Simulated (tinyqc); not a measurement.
Power iteration on a symmetric matrix, step by step. Computed by tinyqc, a small Python program that keeps every step. Settings: method = power, shift = 1.75. Command: `OMP_NUM_THREADS=1 python tinyqc.py 26222 26223 out.jsonl` (the two numbers bound the seeds that draw the settings). One thread of a shared host (Intel(R) Xeon(R) Processor @ 2.60GHz), about 0.01 s of CPU time with the checks.

## Step 1

A:
```
           1          2          3          4
1   0.674000  -0.255000  -0.193000  -0.128000
2  -0.255000   1.118000  -0.485000   0.291000
3  -0.193000  -0.485000   2.013000   0.146000
4  -0.128000   0.291000   0.146000   4.349000
```

vector v at the start: 0.500000  0.500000  0.500000  0.500000

shift = 1.750000

w = (A - shift) v; v' = w/|w| with its largest component positive (the first on a tie); lambda = v'^T A v'.

vector after step 1: -0.468636  -0.306656  -0.076309  0.824936

Rayleigh quotient after step 1 = 3.048020

## Step 2

As before.

vector after step 2: 0.217026  0.260640  0.149903  0.928707

Rayleigh quotient after step 2 = 3.954549

## Step 3

As before.

vector after step 3: -0.177425  -0.008921  0.002662  0.984090

Rayleigh quotient after step 3 = 4.272790

## Course of the iteration

Stop when the residual |A v - lambda v| is below 1e-9.

Steps:
```
step      lambda  residual
1     3.04802034  1.86e+00
2     3.95454949  1.23e+00
3     4.27279019  6.58e-01
4     4.35824200  3.31e-01
5     4.37944864  1.63e-01
6     4.38460658  8.04e-02
7     4.38585493  3.96e-02
8     4.38615671  1.94e-02
9     4.38622964  9.56e-03
10    4.38624726  4.70e-03
11    4.38625152  2.31e-03
12    4.38625255  1.14e-03
13    4.38625280  5.58e-04
14    4.38625286  2.74e-04
15    4.38625287  1.35e-04
16    4.38625287  6.63e-05
17    4.38625287  3.26e-05
18    4.38625287  1.60e-05
19    4.38625287  7.88e-06
20    4.38625287  3.87e-06
21    4.38625287  1.90e-06
22    4.38625287  9.36e-07
23    4.38625287  4.60e-07
24    4.38625287  2.26e-07
25    4.38625287  1.11e-07
26    4.38625287  5.46e-08
27    4.38625287  2.69e-08
28    4.38625287  1.32e-08
29    4.38625287  6.49e-09
30    4.38625287  3.19e-09
```

all eigenvalues, for comparison: 0.454086  1.084840  2.228821  4.386253

Not converged in 30 steps: the residual falls only by the ratio of the two largest distances of eigenvalues from the shift, 0.49 a step.
